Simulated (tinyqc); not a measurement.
From results back to parameters: six-band Luttinger-Kohn model with strain. Three cases, with inputs chosen for the exercise.

Problem. A layer on a (001) face has exx = eyy = e_par and ezz = -2 (C12/C11) e_par. Its valence edges are E(HH) = -P - Q and E(LH), E(SO) = -P + (Q - Dso +/- sqrt(Dso^2 + 2 Dso Q + 9 Q^2))/2 with P = -av tr(e), Q = -(b/2)(exx + eyy - 2 ezz), counted from the unstrained top.

Case 1.

Values chosen (near those of Ge; not measured data): Dso = 0.289 eV (spin-orbit splitting); C11 = 126.7 GPa; C12 = 46.9 GPa; e_par = -0.0113 (in-plane strain of a (001) layer).

E(HH), E(LH), E(SO) (eV): 0.0317105  -0.0481597  -0.3255023

Case 2.

Values chosen (near those of GaSb; not measured data): Dso = 0.8 eV (spin-orbit splitting); C11 = 85.5 GPa; C12 = 38.4 GPa; e_par = -0.0048 (in-plane strain of a (001) layer).

E(HH), E(LH), E(SO) (eV): 0.0130577  -0.0204529  -0.8048210

Case 3.

Values chosen (near those of Si; not measured data): Dso = 0.044 eV (spin-orbit splitting); C11 = 166.7 GPa; C12 = 63.7 GPa; e_par = 0.0196 (in-plane strain of a (001) layer).

E(HH), E(LH), E(SO) (eV): -0.0123418  0.1906181  -0.0435272

Find: ezz; P; Q; av; b.

Solution. The three edges add up to -3 P - Dso, which gives P; E(HH) then gives Q; av = -P/tr(e) and b = -Q/(e_par - ezz).

Case 1.

ezz = 0.008366
P = 0.01765 eV
Q = -0.04936 eV
av = 1.24 eV
b = -2.51 eV

Case 2.

ezz = 0.004312
P = 0.00407 eV
Q = -0.01713 eV
av = 0.77 eV
b = -1.88 eV

Case 3.

ezz = -0.014979
P = -0.05958 eV
Q = 0.07192 eV
av = 2.46 eV
b = -2.08 eV

Computed by tinyqc, one run a case: `OMP_NUM_THREADS=1 python tinyqc.py N N+1 out.jsonl` with N = 1080315, 1080334, 1080349; one thread of a shared Intel(R) Xeon(R) Processor @ 2.30GHz, about 0.07 s a run at most.
